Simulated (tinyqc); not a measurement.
BCS gap equation with a constant attraction inside the Debye window: one step, computed by the program tinyqc.

Pairs attract with strength V for |xi| < k_B Theta; N(0) is the density of states for one spin. Energies are given as temperatures (E/k_B, in K) unless marked.

Problem. A tunnel junction of this metal. Ambegaokar-Baratoff: I_c R_n = (pi Delta/(2e)) tanh(Delta/2T); Josephson energy E_J = hbar I_c/(2e), given as E_J/h; inductance hbar/(2 e I_c); thermal quasiparticle fraction x = n_qp/(2 N(0) Delta) = sqrt(2 pi T/Delta) exp(-Delta/T), valid for T well below Delta.

Inputs (values chosen for the exercise, for a model metal): Debye temperature Theta = 186 K; temperature T = 8.56 K; junction resistance R_n = 3 kilo-ohm.

Solver: secant.

Delta(T) = 44.46700 K

Constants: k_B = 8.617333262e-05 eV/K; hbar = 1.054571817e-34 J s; e = 1.602176634e-19 C; h = 6.62607015e-34 J s.

Give: I_c R_n; critical current I_c; E_J/h; Josephson inductance; quasiparticle fraction x.

Solution.

I_c R_n = 5953 microvolt

critical current I_c = 1984 nA

E_J/h = 985.5 GHz

Josephson inductance = 0.1659 nH

quasiparticle fraction x = 0.006099
